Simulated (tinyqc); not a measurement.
# Free and trapped electrons in a MOS channel with a dense trap tail: what changes with what

p-type body, charge-sheet picture, full ionisation (an idealisation for deep acceptors), Boltzmann statistics for free electrons. e = Ec - EF at the surface. Acceptor-like traps of density D(E) = D0 + De exp(-E/Ew) at depth E below Ec, from 0 to Eu, hold n_t = integral of D(E)/(1 + exp((e - E)/Vt)). psi = Eg - Vt ln(Nv/Na) - e; N_dep = sqrt(2 eps0 eps_r Na (psi - Vt)/q); n_f = sqrt(N_dep^2 + 2 eps0 eps_r Vt Nc exp(-e/Vt)/q) - N_dep; Vg = Vfb + psi + q (N_dep + n_t + n_f)/Cox, Cox = eps0 eox/tox.

Parameters, values chosen for the exercise; band and dielectric values close to those of silicon:
- T = 400 K (temperature)
- Eg = 1.11 eV (band gap)
- eps_r = 11.7 (relative permittivity)
- Nc = 4.34e19 cm^-3 (conduction-band density of states at T)
- Nv = 4.13e19 cm^-3 (valence-band density of states at T)
- eox = 3.9 (relative permittivity of the insulator)
- tox = 49 nm (insulator thickness)
- Na = 2.9e16 cm^-3 (acceptor density)
- Vfb = -0.92 V (flat-band voltage without trapped charge)
- D0 = 1.1e10 cm^-2 eV^-1 (constant background density of acceptor-like traps)
- De = 3.4e12 cm^-2 eV^-1 (density of the tail at the conduction edge)
- Ew = 0.06 eV (decay energy of the tail)
- Eu = 0.78 eV (depth below Ec down to which the traps reach)
- mf = 150 cm^2/(V s) (mobility of free electrons)

Constants: q = 1.602176634e-19 C, kB = 1.380649e-23 J/K, Vt = kB T/q, eps0 = 8.8541878128e-14 F/cm where lengths are in cm. Results are converted to the units shown.

Each table varies one quantity; the others keep the values above.

## Free and trapped charge against gate voltage

Free share n_f/(n_f + n_t); swing ln 10 n_f/(dn_f/dVg); field-effect mobility mf q (dn_f/dVg)/Cox, for a constant mf; oxide field q (N_dep + n_t + n_f)/(eps0 eox).

Free and trapped charge against gate voltage:

| Vg (V) | e (eV) | n_f (cm^-2) | n_t (cm^-2) | free share (%) | swing (mV/decade) | field-effect mobility (cm^2/(V s)) | oxide field (MV/cm) |
|---|---|---|---|---|---|---|---|
| 0 | 0.6020 | 8.694e5 | 1.976e9 | 0.04397 | 214.9 | 0.003176 | 0.1352 |
| 1 | 0.2024 | 5.350e10 | 1.856e10 | 74.25 | 481.5 | 87.26 | 0.2577 |
| 1.9 | 0.1262 | 3.594e11 | 4.635e10 | 88.58 | 2202 | 128.2 | 0.4258 |
| 2.8 | 0.09463 | 7.080e11 | 6.833e10 | 91.20 | 4121 | 134.9 | 0.6030 |
| 3.8 | 0.07181 | 1.109e12 | 8.900e10 | 92.57 | 6296 | 138.3 | 0.8025 |
| 4.7 | 0.05640 | 1.477e12 | 1.049e11 | 93.37 | 8266 | 140.3 | 0.9830 |
| 5.7 | 0.04259 | 1.891e12 | 1.200e11 | 94.03 | 1.046e4 | 141.9 | 1.184 |
| 6.6 | 0.03216 | 2.267e12 | 1.316e11 | 94.51 | 1.244e4 | 143.1 | 1.366 |
| 7.5 | 0.02309 | 2.646e12 | 1.416e11 | 94.92 | 1.443e4 | 144.0 | 1.548 |

n_f reaches 1e11 cm^-2 at Vg = 1.16 V, against 1.11 V without traps. The free share rises from 0.0440 to 94.9 % and the field-effect mobility rises from 0.00318 to 144 cm^2/(V s), although mf = 150 is constant: in the last row 96.0 % of Cox dVg goes into free electrons. The swing in the first row is 215 mV a decade (Vt ln 10 = 79.4). For Vg = 4.7, 5.7, 6.6, 7.5 EF lies less than 2 Vt below the band edge, or above it, where degeneracy and confinement, left out, matter.

## Effect of the density of the tail at the conduction edge

VT is the Vg for n_f = 1e11 cm^-2; swing ln 10 n_f/(dn_f/dVg) at n_f = 1e8 cm^-2; the last three columns are for Vg = VT + 3.9 V, with free share n_f/(n_f + n_t) and field-effect mobility mf q (dn_f/dVg)/Cox; there EF is near the band edge, where Boltzmann statistics are rough.

Effect of the density of the tail at the conduction edge:

| De (cm^-2 eV^-1) | e at VT (eV) | VT (V) | q n_t/Cox at VT (V) | swing (mV/decade) | n_f (cm^-2) | free share (%) | field-effect mobility (cm^2/(V s)) |
|---|---|---|---|---|---|---|---|
| 1e12 | 0.1787 | 1.135 | 0.02688 | 177.6 | 1.684e12 | 97.75 | 144.6 |
| 2e12 | 0.1787 | 1.147 | 0.03873 | 177.8 | 1.660e12 | 96.00 | 143.1 |
| 5e12 | 0.1787 | 1.182 | 0.07429 | 178.7 | 1.590e12 | 91.01 | 138.5 |
| 1e13 | 0.1787 | 1.241 | 0.1335 | 180.0 | 1.482e12 | 83.45 | 130.9 |
| 2e13 | 0.1787 | 1.360 | 0.2520 | 182.8 | 1.298e12 | 70.80 | 116.8 |
| 4e13 | 0.1787 | 1.597 | 0.4891 | 188.3 | 1.029e12 | 52.81 | 93.35 |
| 9e13 | 0.1787 | 2.189 | 1.082 | 202.1 | 6.680e11 | 30.02 | 58.29 |
| 2e14 | 0.1787 | 3.493 | 2.385 | 232.3 | 3.887e11 | 13.79 | 29.38 |

Read the table: what changes, and by how much?

As De goes from 1e12 to 2e14, VT rises from 1.13 to 3.49 V, its part due to traps rises from 0.0269 to 2.39 V, the swing rises from 178 to 232 mV/decade and the field-effect mobility falls from 145 to 29.4 cm^2/(V s).

Computed by the program tinyqc: `OMP_NUM_THREADS=1 python tinyqc.py 2222045 2222046 out.jsonl`, one thread of a shared Intel Xeon 2.30GHz, about 0.02 s for the whole run.
